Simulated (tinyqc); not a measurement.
Read current of a NAND string, cells in series solved by shooting: one step of the calculation.

Cells in series, numbered from 0 at the source line (0 V) to the bit line, each followed by a gap resistance Rg. A cell with gate Vg, threshold VT, source Vs and drain Vd passes I = 2 nf K Vt^2 [F(Vs) - F(Vd)]/(1 + th max(Vg - VT, 0)), F(V) = ln^2(1 + exp((Vg - VT - nf V)/(2 nf Vt))). The selected cell has Vg = Vr, the others Vg = Vp.

Question. Node voltages for a trial current. For a trial current I start at 0 V and, cell by cell (the selected one is cell 0), solve for the drain: sqrt(F(Vd)) = sqrt(F(Vs) - I/k), k = 2 nf K Vt^2/(1 + th max(Vg - VT, 0)), Vd = [Vg - VT - 2 nf Vt ln(exp(sqrt F) - 1)]/nf, then add I Rg.

Inputs (values chosen for the exercise); values of the order met in vertical NAND strings: temperature T = 300 K; gain factor of a cell K = 23 uA/V^2; slope factor nf = 1.4; mobility reduction factor th = 0.17 1/V; resistance of the gap between cells Rg = 1.9 kohm; bit-line voltage Vbl = 0.3 V; pass voltage Vp = 7.1 V; read voltage on the selected word line Vr = 2.73 V.

Constants: q = 1.602176634e-19 C, kB = 1.380649e-23 J/K, Vt = kB T/q. Results are converted to the units shown.

second trial current = 2.3 uA
thresholds from the source end, cell 0 to 4 (V): [1.4, -1.2, 3.1, -1.2, -1.2]

Give: node voltage after each cell and gap, trial 2.

Answer.

node voltage after each cell and gap, trial 2, cell 0 to 4 (V): [0.10153, 0.13553, 0.18435, 0.21878, 0.25339]

Numbers from tinyqc (`OMP_NUM_THREADS=1 python tinyqc.py 2142077 2142078 out.jsonl`; about 0.4 s on one thread of a shared Intel Xeon 2.30GHz).
